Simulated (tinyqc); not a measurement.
Crystallisation kinetics and data retention of a phase-change cell: one step of the calculation.

Johnson-Mehl-Avrami-Kolmogorov law X = 1 - exp(-y^n), y = integral of k dt, k = (1/100 s) exp[-(Ec q/kB)(1/T - 1/T1)].

Question. Retention. At fixed T the state fails at t = (-ln(1 - Xf))^(1/n)/k; ten years are 3.15576e8 s.

Inputs (values chosen for the exercise); values of the order of Ge-Sb-Te and related chalcogenides: activation energy of crystallisation Ec = 3.04 eV; temperature at which the rate k is 1/(100 s) T1 = 432 K; Avrami exponent n = 2.5; crystalline share at which the state is lost Xf = 0.4; storage temperature T = 385 K.

Constants: q = 1.602176634e-19 C, kB = 1.380649e-23 J/K. Results are converted to the units shown.

Wanted: k; y at failure; time to fail; the same in years; temperature for ten years.

Answer.

k = 4.6827e-7 1/s
y at failure = 0.76438
time to fail = 1.6324e6 s
the same in years = 0.051726
temperature for ten years = 364.08 K

The cell misses ten years at 385 K.

Range of the model: One Arrhenius rate is assumed; incubation, growth from the boundary and the non-Arrhenius kinetics of the supercooled liquid are left out.

Numbers from tinyqc (`OMP_NUM_THREADS=1 python tinyqc.py 2490145 2490146 out.jsonl`; about 0.04 s on one thread of a shared Intel Xeon 2.30GHz).
